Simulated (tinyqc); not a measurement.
## Inductance and parasitic capacitance from two readings

Inverse problem. A loss-free coil L in parallel with C shows the apparent inductance L/(1 - w^2 L C), w = 2 pi f. Find L, C and the self-resonance 1/(2 pi sqrt(L C)).

apparent inductance at 4.9 and 8.3 GHz (nH): 2.3693912  4.4023329

Answer. The inverse of the reading is 1/L - w^2 C, a straight line in w^2.

L = 1.90 nH
C = 110 fF
self-resonance = 11.0 GHz

Computed by the program tinyqc: `OMP_NUM_THREADS=1 python tinyqc.py 2302020 2302021 out.jsonl`, one thread of a shared Intel Xeon 2.30GHz, about 0.01 s for the whole run.
